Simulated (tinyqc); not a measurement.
Gaps across the alloy: alloy A(1-x)B(x) by interpolation with bowing.

Each gap follows E(x) = (1 - x) E_A + x E_B - C x (1 - x); the lattice constant follows Vegard, a(x) = (1 - x) a_A + x a_B.

Constants: hc = 1239.841984 eV nm.

Inputs chosen for the exercise (A near GaAs, B near GaSb; not measured data):

| symbol | value | unit | meaning |
|---|---|---|---|
| a | (5.659, 6.102) | angstrom | lattice constant of A, B |
| Eg | (1.51, 0.804) | eV | gap at Gamma to the s-like level of A, B |
| EgX | (1.997, 1.133) | eV | gap to the lowest valley along Gamma-X of A, B |
| EgL | (1.806, 0.868) | eV | gap to L of A, B |
| C | (1.539, 1.106, 1.13) | eV | bowing of the Gamma, X and L gaps |

Eleven compositions.

Gaps (eV):

| x | a (angstrom) | Gamma | X | L | lowest | wavelength (nm) |
|---|---|---|---|---|---|---|
| 0.0 | 5.6590 | 1.510 | 1.997 | 1.806 | Gamma | 821 |
| 0.1 | 5.7033 | 1.301 | 1.811 | 1.611 | Gamma | 953 |
| 0.2 | 5.7476 | 1.123 | 1.647 | 1.438 | Gamma | 1104 |
| 0.3 | 5.7919 | 0.975 | 1.506 | 1.287 | Gamma | 1272 |
| 0.4 | 5.8362 | 0.858 | 1.386 | 1.160 | Gamma | 1445 |
| 0.5 | 5.8805 | 0.772 | 1.288 | 1.054 | Gamma | 1605 |
| 0.6 | 5.9248 | 0.717 | 1.213 | 0.972 | Gamma | 1729 |
| 0.7 | 5.9691 | 0.693 | 1.160 | 0.912 | Gamma | 1790 |
| 0.8 | 6.0134 | 0.699 | 1.129 | 0.875 | Gamma | 1774 |
| 0.9 | 6.0577 | 0.736 | 1.120 | 0.860 | Gamma | 1684 |
| 1.0 | 6.1020 | 0.804 | 1.133 | 0.868 | Gamma | 1542 |

The lowest valley is Gamma at every x. The Gamma gap has a minimum inside the range, 0.691 eV at x = (C - (E_B - E_A))/(2C) = 0.729, since the bowing exceeds the difference of the end gaps.

(tinyqc, `OMP_NUM_THREADS=1 python tinyqc.py 1081038 1081039 out.jsonl`, Intel(R) Xeon(R) Processor @ 2.30GHz, 1 thread, shared host, about 0.01 s.)
